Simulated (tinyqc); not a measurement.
Worked calculation: coherent transport through a tight-binding region between two chains. One step of it, computed by the program tinyqc.

Problem. Transmission at E = -0.2 eV. Surface Green function g = (E - i sqrt(4 t^2 - E^2)) / (2 t^2); self-energy tc^2 g on each contact site; G = (E - H - Sigma)^(-1); Gamma = -2 Im Sigma; T = Gamma_L Gamma_R |G_LR|^2; local density of states -Im G_ii / pi.

H of the central region (eV):
```
[[0.000000, -1.620000, 0.000000, 0.000000, 0.000000],
 [-1.620000, 0.000000, -1.070000, 0.000000, 0.000000],
 [0.000000, -1.070000, 0.000000, -2.060000, 0.000000],
 [0.000000, 0.000000, -2.060000, 0.000000, -1.360000],
 [0.000000, 0.000000, 0.000000, -1.360000, 0.000000]]
```

Leads: semi-infinite chains with site energy 0:
```
parameter                           value
lead hopping t (eV)              1.620000
coupling to the left lead (eV)   0.500000
coupling to the right lead (eV)  0.300000
left contact site                       1
right contact site                      5
```

E = -0.200000 eV

Give: g; G; local density of states; transmission.

Solution.

g = -0.0381-0.6161i 1/eV

G (1/eV):
```
[[-0.4887-0.1403i, 0.5465+0.0300i, 0.8421+0.2180i, -0.2021+0.0056i, -1.3053-0.3294i],
 [0.5465+0.0300i, 0.0671-0.0484i, 0.1197-0.0544i, -0.0232+0.0199i, -0.1848+0.0854i],
 [0.8421+0.2180i, 0.1197-0.0544i, -1.2526-0.3403i, 0.3016-0.0048i, 1.9417+0.5147i],
 [-0.2021+0.0056i, -0.0232+0.0199i, 0.3016-0.0048i, 0.0413-0.0108i, 0.2845+0.0056i],
 [-1.3053-0.3294i, -0.1848+0.0854i, 1.9417+0.5147i, 0.2845+0.0056i, -2.8992-0.7789i]]
```

local density of states (1/eV): [0.0447, 0.0154, 0.1083, 0.0034, 0.2479]

transmission = 0.0619
